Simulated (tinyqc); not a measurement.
Swing curve: thickness of the top film: thin-film optics by transfer matrices.

Indices N = n + i k. Snell: N0 sin(theta) = N_j sin(theta_j), with Im(N_j cos theta_j) >= 0. Admittance y_j = N_j cos theta_j for s and N_j/cos theta_j for p. Phase delta_j = 2 pi N_j cos theta_j d_j/lambda. Layer matrix [[cos delta, -i sin delta/y], [-i y sin delta, cos delta]], multiplied from the top down to M. (B, C) = M (1, y_sub); r = (y0 B - C)/(y0 B + C), R = |r|^2, T = 4 Re y0 Re y_sub/|y0 B + C|^2, absorbed in the films 1 - R - T.

Values chosen for the exercise (indices near those of resist on Al; the results hold for these values, not for the real material): lam = 633 nm (vacuum wavelength); n0 = 1 (ambient index); n = (1.617, 1.388) (n of resist, substrate); k = (0, 7.861) (k in the same order); d = (92.4) nm (thicknesses, top first); theta = 0 degrees (angle of incidence); pol = p (polarisation).

The first entry of d takes the values listed.

Stack:

| d_1 (nm) | R | T | absorbed |
|---|---|---|---|
| 92.4 | 0.8064 | 0.1936 | 0.0000 |
| 125.0 | 0.8693 | 0.1307 | 0.0000 |
| 157.6 | 0.9111 | 0.0889 | 0.0000 |
| 190.3 | 0.9190 | 0.0810 | 0.0000 |
| 222.9 | 0.8986 | 0.1014 | 0.0000 |
| 255.5 | 0.8405 | 0.1595 | 0.0000 |
| 288.1 | 0.8064 | 0.1936 | 0.0000 |
| 320.8 | 0.8694 | 0.1306 | 0.0000 |
| 386.0 | 0.9190 | 0.0810 | 0.0000 |
| 418.6 | 0.8986 | 0.1014 | 0.0000 |
| 451.2 | 0.8406 | 0.1594 | 0.0000 |
| 483.9 | 0.8065 | 0.1935 | 0.0000 |

Give the missing row, d_1 (nm) = 353.4.

Computed row:
```
d_1 (nm)       R       T  absorbed
353.4     0.9111  0.0889    0.0000
```

R swings between 0.8064 and 0.9190 on these points. The period is lambda/(2 Re(N_1 cos theta_1)) = 195.7 nm, six rows. The film does not absorb, so the swing repeats exactly. The swing ratio (max - min)/mean is 0.13.

Program tinyqc; command `OMP_NUM_THREADS=1 python tinyqc.py 1681041 1681042 out.jsonl`; about 0.02 s on one thread of a shared Intel(R) Xeon(R) Processor @ 2.30GHz.
